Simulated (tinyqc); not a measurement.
Hydrogen passivation of interface dangling bonds: competing passivation and dissociation with distributed barriers: one step, computed by the program tinyqc.

P_b + H2 gives P_bH + H at the rate k_f [H2]; P_bH gives P_b + H at the rate k_d. All defects start unpassivated. E_f and E_d are Gaussian and independent.

Problem. Single barriers. [H2] = solubility factor x p; a = k_f0 [H2] exp(-E_f/(k_B T)), d = k_d0 exp(-E_d/(k_B T)). For one pair of barriers the active share is y = [d + a exp(-(a + d) t)]/(a + d). Temperatures in kelvin are T(C) + 273.15.

Inputs (values chosen for the exercise, close to those used for P_b centres at the silicon-oxide interface):
```
quantity                                      value          unit
passivation prefactor k_f0                    3e-07        cm^3/s
mean passivation barrier E_f                   1.64            eV
spread sigma_f                                0.095            eV
dissociation prefactor k_d0                 1.5e+12           1/s
mean dissociation barrier E_d                  2.75            eV
spread sigma_d                                0.074            eV
H2 in the oxide per atm, solubility factor  9.9e+17  1/(cm^3 atm)
hydrogen pressure p                              10           atm
anneal temperature T                            550             C
anneal time t                                   180             s
```

Constants: k_B = 8.617333262e-05 eV/K.

Give: passivation rate a; dissociation rate d; a t; steady active share d/(a + d); active share, single barriers.

Solution.

passivation rate a = 270.3 1/s

dissociation rate d = 2.183e-05 1/s

a t = 48646

steady active share d/(a + d) = 8.078e-08

active share, single barriers = 8.078e-08

Passivation has run its course, and the balance with dissociation sets the remainder. Caution: single-barrier shares below about 1e-3 are formal; measured passivation levels off well above them.
